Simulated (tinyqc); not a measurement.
Polytypes and stacking faults of a tetrahedral semiconductor in an axial Ising model with couplings up to third neighbours: one step, computed by the program tinyqc. Command: `OMP_NUM_THREADS=1 python tinyqc.py 3031632 3031633 out.jsonl polytype walk`. One thread of a shared host (Intel(R) Xeon(R) Processor @ 2.30GHz), about 0.01 s of CPU time with the checks.

Each double layer has s = +1 or -1 for the sense of its stacking step; E per pair of atoms = E0 - sum_n J_n <s_i s_(i+n)>, n = 1, 2, 3. Hexagonality h = (1 - <s_i s_(i+1)>)/2.

Problem. Splitting of a basal screw dislocation. Screw line, bounded by the single Shockley (31) fault of energy gamma: b = a, partials b_p = a/sqrt 3; d = G b_p^2 (2 - 3 nu)/(8 pi gamma (1 - nu)). One partial is driven off by the shear stress gamma/b_p along its Burgers vector.

Inputs (values chosen for the exercise, of the order of those of SiC for J, a, G and the gaps): basal lattice constant a = 3.08 angstrom; shear modulus G = 189 GPa; Poisson ratio nu = 0.24.

Host polytype: 4H.

energy of the glide fault, single Shockley (31) = 16.61567 mJ/m^2

Give: splitting width d; stress to open the fault.

Solution.

splitting width d = 24.10 nm

stress to open the fault = 93.44 MPa
